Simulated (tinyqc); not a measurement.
Valley-orbit splitting of a donor ground state, with strain: one step, computed by the program tinyqc.

The basis is the 1s envelope in each valley; energies are counted from the unstrained conduction-band edge. The strain is e_s (a a^T - 1/3) for the unit stress axis a, so valley j along n_j moves by Xi_u e_s w_j with w_j = (n_j.a)^2 - 1/3: +1/6 for x and y, -1/3 for z. The splitting at the zone boundary that a [110] shear adds for <100> valleys is left out.

Problem. Levels without strain. By symmetry: E(A1) = E_0 + Lambda + 4 Delta_1 + Delta_2 (one state), E(T2) = E_0 + Lambda - Delta_2 (three), E(E) = E_0 + Lambda - 2 Delta_1 + Delta_2 (two), as binding energies.

Inputs (values chosen for the exercise, modelled on donors in silicon):
```
quantity                          value  unit
single-valley binding energy E_0   30.9   meV
central-cell shift Lambda         0.804   meV
coupling Delta_1                      4   meV
coupling Delta_2                   2.73   meV
```

Valleys: six along <100>. Stress axis: [110].

Give: E(A1); E(T2); E(E).

Solution.

E(A1) = 50.434 meV

E(T2) = 28.974 meV

E(E) = 26.434 meV

Only A1 has all valley amplitudes in phase, so only it has weight at the nucleus. Of the upper states T2 is bound more strongly, because Delta_1 is larger than Delta_2.
